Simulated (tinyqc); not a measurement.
Worked calculation: epitaxial growth on a vicinal surface: Burton-Cabrera-Frank step flow, step-edge barrier and island nucleation. Computed by tinyqc, a small Python program that keeps every step. Command: `OMP_NUM_THREADS=1 python tinyqc.py 3005239 3005240 out.jsonl stepflow walk`. One thread of a shared host (Intel(R) Xeon(R) Processor @ 2.30GHz), about 0.03 s of CPU time with the checks. Intermediate numbers are printed to about 5 digits and carried at full precision; extremes and crossings named in words are read from the listed rows.

Adatoms land at rate F, hop on a square grid (a simplification for hexagonal faces), desorb, or join steps. Lengths are in units of a and n is the adatom coverage. Steps ascend at x = 0 and descend at x = l.

Inputs (values chosen for the exercise, close to those used for GaN(0001)):

| quantity | value | unit |
|---|---|---|
| site spacing a | 3.19 | angstrom |
| step height h | 2.59 | angstrom |
| diffusion barrier E_d | 1.38 | eV |
| desorption energy E_a | 2.86 | eV |
| adatom formation energy E_f | 1.19 | eV |
| step-edge barrier E_s | 0.21 | eV |
| attempt frequency nu | 10 | THz |
| deposition rate F | 1.8 | layers/s |
| miscut angle | 0.3 | degrees |
| temperature T | 1000 | C |
| critical nucleus size i | 3 | - |
| binding energy of the critical nucleus E_i | 0.55 | eV |

Constants: k_B = 8.617333262e-05 eV/K.

## Scales

D = nu exp(-E_d/(k_B T)) (a^2/s, nu counted per direction); tau = exp(E_a/(k_B T))/nu; x_s = sqrt(D tau); n_eq = exp(-E_f/(k_B T)); terrace width l = h/(a tan(miscut)); Schwoebel length l_s = exp(E_s/(k_B T)) - 1. Temperatures in kelvin are T(C) + 273.15.

D = 3.4455e+07 a^2/s

lifetime tau = 0.020958 s

diffusion length x_s = 849.76 a

equilibrium coverage n_eq = 1.9470e-05

terrace width l = 155.06 a

Schwoebel length l_s = 5.7809 a

l/x_s = 0.182: nearly every adatom reaches a step.

## Terrace solution

D n'' - n/tau + F = 0 with n(0) = n_eq and -l_s n'(l) = n(l) - n_eq. With u = n - F tau, A = n_eq - F tau, y = l/x_s, s = l_s/x_s: u = A cosh(x/x_s) + B sinh(x/x_s), B = A (1 - cosh y - s sinh y)/(sinh y + s cosh y). Flux into the ascending step J+ = D B/x_s, over the descending one J- = -(D/x_s)(A sinh y + B cosh y); step velocity J+ + J-; growth rate (J+ + J-)/l. For small y: J+ + J- = (F - n_eq/tau) l, J-/J+ = l/(l + 2 l_s). The coverage peaks where n' = 0, tanh(x/x_s) = -B/A.

J+ = 144.07 atoms per step site and s

J- = 134.05 atoms per step site and s

growth rate = 1.7936 layers/s

peak coverage = 1.8726e-04

position of the peak = 80.317 a

0.36 % of the flux desorbs; even closely spaced steps lose n_eq/tau, 0.052 % of F. The ascending step takes 51.8 %: the barrier makes an uphill current, which evens out terrace widths but makes steps meander and favours mounds on wide terraces.

## Step flow or islands

Island density on a flat surface without desorption: N = 0.25 (F/D)^(i/(i+2)) exp(E_i/((i+2) k_B T)) per site, with E_i = 0 for i = 1; spacing l_n = N^(-1/2). Step flow needs an effective width l_eff = 2 x(peak) below l_n.

island density N on a flat surface = 2.9120e-05 per site

island spacing l_n = 185.31 a

ratio l_eff/l_n = 0.86683

The growth lies near the transition between step flow and nucleation. Caution: the prefactor 0.25 and the criterion are estimates, good to a factor of about two in length.

## Growth mode over temperature

x(peak) solves tanh(x/x_s) = -B/A. Rows where evaporation outweighs deposition are left out.

Scales:

| T (C) | x_s (a) | l_s (a) | incorporated share | l_n (a) | l_eff/l_n |
|---|---|---|---|---|---|
| 800 | 2986.9 | 8.6875 | 0.99974 | 83.54 | 1.9546 |
| 850 | 2091.8 | 7.7560 | 0.99947 | 104.70 | 1.5515 |
| 900 | 1510.1 | 6.9826 | 0.99899 | 128.72 | 1.2565 |
| 950 | 1119.5 | 6.3328 | 0.99810 | 155.60 | 1.0356 |
| 1000 | 849.8 | 5.7809 | 0.99642 | 185.31 | 0.8668 |
| 1050 | 658.6 | 5.3077 | 0.99288 | 217.80 | 0.7355 |
| 1100 | 520.0 | 4.8986 | 0.98445 | 252.99 | 0.6317 |
| 1150 | 417.4 | 4.5420 | 0.96274 | 290.79 | 0.5484 |
| 1200 | 340.1 | 4.2291 | 0.90562 | 331.10 | 0.4808 |

The ratio falls below 1 between 950 and 1000 C: islands below, step flow above. Incorporation goes from 100.0 % to 90.6 %.

Checks made by the program: growth rate against F minus desorption, from a numerical solution (relative difference 7e-10).
